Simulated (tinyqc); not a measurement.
Coherent transport through a tight-binding region between two chains, step by step. Computed by tinyqc, a small Python program that keeps every step. Settings: temperature = 77, mu = -0.14. Command: `OMP_NUM_THREADS=1 python tinyqc.py 22535 22536 out.jsonl` (the two numbers bound the seeds that draw the settings). One thread of a shared host (Intel(R) Xeon(R) Processor @ 2.60GHz), about 0.1 s of CPU time with the checks.

## Transmission at E = -0.97 eV

H of the central region (eV):
$$\begin{pmatrix}
0.000000 & -1.170000 \\
-1.170000 & 0.000000
\end{pmatrix}$$

Leads: semi-infinite chains with site energy 0:
```
parameter                           value
lead hopping t (eV)              3.000000
coupling to the left lead (eV)   0.690000
coupling to the right lead (eV)  1.240000
left contact site                       1
right contact site                      2
```

E = -0.970000 eV

Surface Green function g = (E - i sqrt(4 t^2 - E^2)) / (2 t^2); self-energy tc^2 g on each contact site; G = (E - H - Sigma)^(-1); Gamma = -2 Im Sigma; T = Gamma_L Gamma_R |G_LR|^2; local density of states -Im G_ii / pi.

g = -0.053889-0.328948i 1/eV

G (1/eV):
$$\begin{pmatrix}
0.305044-1.136851i & 0.948736-0.958420i \\
0.948736-0.958420i & 0.637464-0.900566i
\end{pmatrix}$$

local density of states (1/eV): [0.361871, 0.286659]

transmission = 0.576251

## Transmission across the band

The same steps on a grid of energies.

T(E):
```
E (eV)              T
-5.70000000  0.000057
-5.13000000  0.000245
-4.56000000  0.000635
-3.99000000  0.001492
-3.42000000  0.003575
-2.85000000  0.009513
-2.28000000  0.031697
-1.71000000  0.166335
-1.14000000  0.710861
-0.57000000  0.298279
0.00000000   0.211764
0.57000000   0.298279
1.14000000   0.710861
1.71000000   0.166335
2.28000000   0.031697
2.85000000   0.009513
3.42000000   0.003575
3.99000000   0.001492
4.56000000   0.000635
5.13000000   0.000245
5.70000000   0.000057
```

levels of the isolated region (eV): [-1.170000, 1.170000]

## Current

I = (2e/h) int T(E) [f(E - mu - V/2) - f(E - mu + V/2)] dE at 77 K with mu = -0.14 eV, the bias not changing H; 2e^2/h = 77.48092 microsiemens; the integral runs over the band on 4001 points.

Current:
```
V (volt)  I (microampere)
0.010000         0.167381
0.050000         0.837085
0.100000         1.675286
0.200000         3.359536
0.400000         6.791923
0.800000        14.205129
```
